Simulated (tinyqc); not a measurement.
Reflectance at normal incidence against thickness.

Normal incidence on air, film (n1) and substrate (N2 = n2 - i k2): r01 = (1 - n1)/(1 + n1), r12 = (n1 - N2)/(n1 + N2), amplitude (r01 + r12 X)/(1 + r01 r12 X), X = exp(-4 pi i n1 d/lam), R its squared modulus, phase from 0 to 360 degrees.

Inputs (values chosen for the exercise): wavelength lam = 800 nm; index of the transparent film n1 = 1.648; index of the substrate n2 = 3.692; extinction coefficient of the substrate k2 = 0.0065.

Results:
```
d (nm)	R (%)	phase of the reflected amplitude (degrees)
0	32.92	179.9
30	29.75	156.1
60	20.69	128.6
90	8.778	90.17
120	2.333	5.466
150	7.864	274.3
210	29.19	206.1
240	32.89	182.1
```

Estimate the missing row, d = 180 nm.

Computed row:
```
d (nm)	R (%)	phase of the reflected amplitude (degrees)
180	19.70	234.1
```

With this row back in the table: R goes from 32.9 through a minimum of 2.33 (at d = 120 nm among the rows listed) to 32.9 %. At a quarter wave, d = 121 nm, R = 2.32 %; for a transparent substrate it would vanish for n1 = sqrt(n2) = 1.92.

Program tinyqc, `OMP_NUM_THREADS=1 python tinyqc.py 2870223 2870224 out.jsonl`; Intel Xeon 2.30GHz, shared host, one thread, about 0.2 s.
